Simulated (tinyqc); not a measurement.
# Resistance of a source-drain extension with a graded tip: effects of single changes

y runs along the channel, the gate covers y > 0. The doping is N0 for y < y0 and N0 10^(-(y - y0)/la) beyond, uniform over the depth xj. Sheet conductance s(y) = q mu(N) max(N - Nch, 0) xj + (for y > 0) ma Cox Vo, with mu(N) = u0 + (u1 - u0)/(1 + (N/Nr)^au) and Cox = eps0 eox/tox. Current is taken as one-dimensional; depletion of the tip, spreading and the contact are left out. The metallurgical junction lies at yj, where N = Nch.

Inputs (values chosen for the exercise); mobility law close to that of electrons in silicon: relative permittivity of the gate insulator (close to silicon dioxide) eox = 3.9; insulator thickness tox = 1.2 nm; active doping of the extension far from the gate N0 = 1.5e20 cm^-3; lateral abruptness la = 6.6 nm/decade; position under the gate where the fall begins (gate edge at 0) y0 = 3.1 nm; depth of the extension xj = 22 nm; channel doping Nch = 3.2e18 cm^-3; spacer length Ls = 18 nm; gate overdrive Vo = 0.6 V; mobility of the gate-induced layer ma = 150 cm^2/(V s); mobility at low doping u1 = 1414 cm^2/(V s); mobility at high doping u0 = 68.5 cm^2/(V s); reference doping Nr = 9.2e16 cm^-3; exponent au = 0.711; gate length Lg = 45 nm.

Constants: q = 1.602176634e-19 C, eps0 = 8.8541878128e-14 F/cm where lengths are in cm. Results are converted to the units shown.

Each table varies one quantity; the others keep the values above.

## Abruptness at a fixed junction position

R_spacer = integral of dy/s from -Ls to 0, R_ov from 0 to yj, R_channel = (Lg - 2 yj)/(ma Cox Vo), R_total = 2 R_spacer + 2 R_ov + R_channel. Electrical length L_eff = ma Cox dR_total/d(1/Vo); R_series = R_total - L_eff/(ma Cox Vo). y0 is moved with la so that yj stays at 14.128 nm.

The same in every row: yj (nm) = 14.13; R_channel (ohm um) = 64.65.

Abruptness at a fixed junction position:
```
la (nm/decade)  R_spacer (ohm um)  R_ov (ohm um)  R_total (ohm um)  L_eff (nm)  R_series (ohm um)
1                           4.610          5.335             84.54       17.50              16.97
2.3                         4.610          7.859             89.59       18.34              18.77
3.6                         4.610          10.38             94.64       19.18              20.57
4.9                         4.610          12.91             99.68       20.02              22.37
6.1                         4.610          15.24             104.3       20.80              24.03
7.4                         4.610          17.76             109.4       21.64              25.83
8.7                         4.615          20.28             114.4       22.48              27.64
10                          4.838          22.61             119.6       23.31              29.56
```

As la goes from 1 to 10 nm/decade, R_total rises from 84.5 to 120 ohm um, R_spacer rises from 4.61 to 4.84 ohm um and R_ov rises from 5.33 to 22.6 ohm um. R_total changes on average by 3.89 ohm um for each nm/decade. L_eff exceeds the metallurgical length by 0.756 nm in the first row and 6.56 nm in the last, since the gate also controls the lightly doped tips.

## Effect of the gate overdrive

Same model as above.

The same in every row: yj (nm) = 14.13; R_spacer (ohm um) = 4.610.

Effect of the gate overdrive:
```
Vo (V)  R_ov (ohm um)  R_channel (ohm um)  R_total (ohm um)  L_eff (nm)  R_series (ohm um)
0.15            30.42               258.6             328.7       18.28              46.34
0.3             22.72               129.3             184.0       19.41              34.06
0.45            18.75               86.20             132.9       20.34              28.24
0.6             16.21               64.65             106.3       21.12              24.73
0.75            14.39               51.72             89.72       21.81              22.34
0.9             13.01               43.10             78.34       22.43              20.61
1.05            11.92               36.94             69.99       22.98              19.28
1.2             11.02               32.33             63.59       23.49              18.23
```

What does the table show?

As Vo goes from 0.15 to 1.2, R_total falls from 329 to 63.6 ohm um, L_eff rises from 18.3 to 23.5 nm and R_series falls from 46.3 to 18.2 ohm um. Both extracted quantities depend on the overdrive at which they are taken.

Numbers from tinyqc (`OMP_NUM_THREADS=1 python tinyqc.py 2282249 2282250 out.jsonl`; about 0.04 s on one thread of a shared Intel Xeon 2.30GHz).
